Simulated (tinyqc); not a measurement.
Inside a calculation. Model: Froehlich polaron in a polar crystal. Computed by tinyqc, a small Python program that keeps every step. Command: `OMP_NUM_THREADS=1 python tinyqc.py 3022971 3022972 out.jsonl frohlich walk`. One thread of a shared host (Intel(R) Xeon(R) Processor @ 2.30GHz), about 0.06 s of CPU time with the checks. Intermediate numbers are printed to about 6 digits and carried at full precision; extremes and crossings named in words are read from the listed rows.

One electron in a parabolic band of mass m*, coupled to dispersionless LO phonons in the continuum model. Energies are in units of hbar omega unless marked, wave numbers in k_0 = sqrt(2 m* omega/hbar).

Inputs (values chosen for the exercise, modelled on aluminium nitride):

| quantity | value | unit |
|---|---|---|
| band mass m* | 0.303 | m_0 |
| LO phonon energy hbar omega | 112 | meV |
| eps_inf | 4.78 | - |
| static dielectric constant eps_s | 8.11 | - |
| temperature T | 150 | K |
| electron wave number k/k_0 | 0.68 | - |
| trial v | 4 | - |
| trial w | 2.4 | - |

Constants: hbar^2/(2 m_0) = 3.80998212 eV angstrom^2; e^2/(4 pi eps_0) = 14.39964548 eV angstrom; k_B = 8.617333262e-05 eV/K; hbar = 6.582119569e-16 eV s; e = 1.602176634e-19 C; m_0 = 9.1093837015e-31 kg.

## Coupling constant and length scale

1/eps* = 1/eps_inf - 1/eps_s; k_0 = sqrt(2 m* omega/hbar) = sqrt(m* hbar omega / (hbar^2/(2 m_0))) with m* in m_0; alpha = (e^2/(4 pi eps_0)) k_0/(2 eps* hbar omega); polaron length 1/k_0.

eps* = 11.6414

k_0 = 0.0943776 1/angstrom

coupling constant alpha = 0.521156

polaron length 1/k_0 = 10.5957 angstrom

Weak coupling: perturbation theory should serve.

## Second-order perturbation theory

At T = 0 and k < k_0: E(k) = (k/k_0)^2 - alpha arcsin(k/k_0)/(k/k_0); so E(0) = -alpha, 1/m_p = (1 - alpha/6)/m*, and the mean number of phonons in the cloud at k = 0 is alpha/2. The Lee-Low-Pines variational state gives the same E(0) and m_p = m* (1 + alpha/6).

energy shift at k = 0 = -58.3695 meV

E(k) = -0.110690 hbar omega

m*/m_p, second order = 0.913141

m_p/m*, Lee-Low-Pines = 1.08686

phonons in the cloud = 0.260578

## Strong-coupling trial states

Landau-Pekar: the lattice follows the mean electron density. A Gaussian state exp(-b^2 r^2/2) gives E(b) = (3/2) b^2 - alpha b sqrt(2/pi) (b in k_0), minimised at b = alpha sqrt(2/pi)/3 to E = -alpha^2/(3 pi); a state exp(-b r) gives E(b) = b^2 - (5/8) alpha b, minimised at b = 5 alpha/16 to E = -25 alpha^2/256.

best b, Gaussian = 0.138608 k_0

E, Gaussian = -0.0288181 hbar omega

best b, exponential = 0.162861 k_0

E, exponential = -0.0265238 hbar omega

The Gaussian bound lies below -alpha only for alpha > 3 pi = 9.42; here it lies above, so the self-trapped state is the poorer bound.

## Feynman's energy at a trial point

Feynman's bound: E(v, w) = 3 (v - w)^2/(4 v) - (alpha v/sqrt(pi)) int_0^infinity e^-u D(u)^(-1/2) du, D = w^2 u + ((v^2 - w^2)/v)(1 - e^(-v u)); integrals by 80 Gauss-Legendre points in s from 0 to 1 with u = 40 s^2.

first term = 0.48 hbar omega

E(v, w) = -0.136026 hbar omega

## Feynman's variational polaron

Minimise over v > w > 0 (simplex search); mass m_p/m* = 1 + (alpha v^3/(3 sqrt(pi))) int u^2 e^-u D^(-3/2) du.

best v = 3.05

best w = 2.93

E, Feynman = -0.524603 hbar omega

polaron energy, Feynman = -58.7555 meV

m_p/m*, Feynman = 1.094

The bound lies 0.7 % below -alpha, and the mass is 1.01 times the Lee-Low-Pines value.

## Mobility at low temperature

Scattering by absorption of an LO phonon: 1/tau = 2 alpha omega n, n = 1/(exp(hbar omega/(k_B T)) - 1); mu = e tau/m*, the weak-coupling result for k_B T well below hbar omega.

phonon occupation n = 1.72600e-04

lifetime tau = 32667.0 fs

mobility = 189622 cm^2/(V s)

Caution: LO phonons are so rare at this T that impurities and acoustic phonons, left out here, limit the real mobility.

## All approximations against the coupling

Other columns: second order -alpha; Landau-Pekar Gaussian -alpha^2/(3 pi); Lee-Low-Pines mass 1 + alpha/6. The polaron energy in meV uses the given hbar omega.

Energies (hbar omega) and masses (m*):

| alpha | second order | Gaussian | Feynman | Feynman (meV) | mass, LLP | mass, Feynman | v | w |
|---|---|---|---|---|---|---|---|---|
| 0.13 | -0.13 | -0.00179315 | -0.130210 | -14.5835 | 1.02167 | 1.022 | 3.01 | 2.98 |
| 0.26 | -0.26 | -0.00717258 | -0.260846 | -29.2147 | 1.04333 | 1.045 | 3.03 | 2.97 |
| 0.52 | -0.52 | -0.0286903 | -0.523431 | -58.6243 | 1.08667 | 1.094 | 3.05 | 2.93 |
| 0.83 | -0.83 | -0.0730946 | -0.838891 | -93.9558 | 1.13833 | 1.158 | 3.09 | 2.89 |
| 3.7 | -3.7 | -1.45255 | -3.91404 | -438.372 | 1.61667 | 2.33 | 3.58 | 2.43 |
| 6.7 | -6.7 | -4.76298 | -7.67517 | -859.619 | 2.11667 | 11.36 | 5.4 | 1.68 |
| 9.7 | -9.7 | -9.98326 | -12.8665 | -1441.05 | 2.61667 | 94.97 | 11.7 | 1.23 |
| 13 | -13 | -17.9315 | -20.7907 | -2328.56 | 3.16667 | 412.8 | 22.2 | 1.11 |

All three energies are upper bounds (-alpha through the Lee-Low-Pines state), and the Feynman value is the lowest in every row. It lies within 5 % of -alpha up to alpha = 0.83; at alpha = 13 it is 1.16 times the Gaussian value, whose alpha^2 law it approaches with a constant shift of about -3 ln 2 - 3/4 = -2.83 (here -2.86). The mass stays within 10 % of 1 + alpha/6 up to alpha = 0.83 and reaches 413 m* in the last row; w falls from 2.98 towards 1 while v grows to 22.2.

Checks made by the program: second-order shift against the integral -(2 alpha/pi) int dq/(1 + q^2) (relative difference below 1e-10); v = w reduces the bound to -alpha (relative difference 1e-10).
